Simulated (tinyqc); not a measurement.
Vacuum evaporation: vapour pressure, source flux, thickness distribution, purity and step coverage: one step, computed by the program tinyqc. Command: `OMP_NUM_THREADS=1 python tinyqc.py 3113368 3113369 out.jsonl evap walk`. One thread of a shared host (Intel(R) Xeon(R) Processor @ 2.30GHz), about 0.01 s of CPU time with the checks.

Molecular flow, unit sticking of the metal, no re-evaporation. The background gas is taken as water vapour (18.015 g/mol, collision diameter 0.37 nm) at 300 K.

Problem. Rate and uniformity on a fixed wafer above the source. A small source emits (n + 1) Phi area cos^n(phi)/(2 pi) per solid angle; on a parallel plane at height h and lateral distance l the arrival rate is (n + 1) Phi area/(2 pi h^2) x (1 + (l/h)^2)^(-(n + 3)/2). Growth rate = arrival rate x m/rho, m = M u. The wafer is fixed and centred above the source.

Inputs (values chosen for the exercise, modelled on nickel, with constants for the liquid): molar mass M = 58.69 g/mol; film density rho = 8.9 g/cm^3; source temperature T = 1880 K; source area = 0.19 cm^2; directionality n = 1; source-to-wafer distance h = 44 cm; wafer radius R = 15 cm.

flux Phi = 3.415273e+18 1/(cm^2 s)

Constants: u = 1.6605390666e-27 kg.

Give: arrival rate at the centre; growth rate at the centre; edge over centre; non-uniformity (max - min)/(max + min); share of the material that lands on the wafer, 1 - (1 + (R/h)^2)^(-(n + 1)/2).

Solution.

arrival rate at the centre = 1.067e+14 1/(cm^2 s)

growth rate at the centre = 0.01168 nm/s

edge over centre = 0.8026

non-uniformity (max - min)/(max + min) = 10.95 %

share of the material that lands on the wafer, 1 - (1 + (R/h)^2)^(-(n + 1)/2) = 10.41 %
